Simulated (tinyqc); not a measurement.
Gas flow in a process chamber: flow regimes, conductance, effective pumping speed, pump-down, outgassing and purge: one step, computed by the program tinyqc.

Ideal gas, isothermal flow, a pump of constant speed at the end of a round pipe; process gas, volume gas and outgassing are given the same properties. 1 sccm = 101325 Pa x 1e-6 m^3/60 s x T/273.15 K.

Question. Purging a well-mixed chamber. With steady flow a contaminant decays as exp(-t/residence time); gas used = flow x time.

Inputs (values chosen for the exercise, modelled on water vapour near room temperature): temperature T = 350 K; process gas flow = 280 sccm.

residence time = 17.17253 s

Give: time to dilute 1e3 times; time to dilute 1e6 times; gas used for 1e6.

Answer.

time to dilute 1e3 times = 118.62 s

time to dilute 1e6 times = 237.25 s

gas used for 1e6 = 1107.2 standard cm^3
